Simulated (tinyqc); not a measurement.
# Carrier density from the ballistic resistance

Inverse problem. A wide ballistic two-dimensional channel with gv valleys has G/W = (2 q^2/h) gv kF/pi and n = gv kF^2/(2 pi). Find kF, n and the Fermi energy C kF^2/m, C = hbar^2/(2 m0).

Parameters, values chosen for the exercise:
```
symbol,value,unit,meaning
m,0.065,m0,mass
gv,2,,valleys
```

Constants: q = 1.602176634e-19 C, hbar = 1.054571817e-34 J s, h = 6.62607015e-34 J s, m0 = 9.1093837015e-31 kg, hbar^2/(2 m0) = 0.0380998212 eV nm^2. Results are converted to the units shown.

R W = 74.850669 ohm um

Answer. kF = pi h/(2 q^2 gv R W).

kF = 0.2709 1/nm
n = 2.335e12 cm^-2
Ef = 0.04300 eV

Computed by the program tinyqc: `OMP_NUM_THREADS=1 python tinyqc.py 2740011 2740012 out.jsonl`, one thread of a shared Intel Xeon 2.30GHz, about 0.03 s for the whole run.
